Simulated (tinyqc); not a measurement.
Orbital energy against energy difference: ionisation energy by orbital energies and by energy differences in the cc-pvdz basis, for BeH2, spin multiplicity 1. Computed by the program tinyqc with PySCF. The cation is unrestricted; errors are against CCSD(T) in this basis, not against experiment.

Geometry (angstrom):
```
atom       x        y       z
Be    0.0000   0.0000  0.0000
H     0.0000   1.3060  0.0000
H     0.0000  -1.3060  0.0000
```

CCSD(T) difference in the same basis = 12.0055 eV

IP-EOM-CCSD = 12.0393 eV

First vertical ionisation energy (eV):
```
method     -e(HOMO)  E(cation) - E  error of -e(HOMO)  error of the difference
HF           12.242       11.37376              0.236                   -0.632
LDA           7.457       11.65554             -4.548                   -0.350
PBE           7.474       11.68018             -4.531                   -0.325
B3LYP         8.657       11.92379             -3.348                   -0.082
PBE0          8.837       11.85780             -3.169                   -0.148
CAM-B3LYP    10.340       12.02287             -1.665                    0.017
LC-wPBE      11.797       12.17421             -0.209                    0.169
```

What does the comparison show, and why?

Koopmans errs by +0.24 eV and Delta-HF by -0.63 eV: relaxation, 0.87 eV, lowers the value and the missing correlation difference works against it. The PBE level is off by -4.5 eV through the wrong tail of its potential, though its energy difference is off by -0.33 eV; exact exchange deepens the level, and among the orbital energies LC-wPBE comes closest; among the differences CAM-B3LYP does.
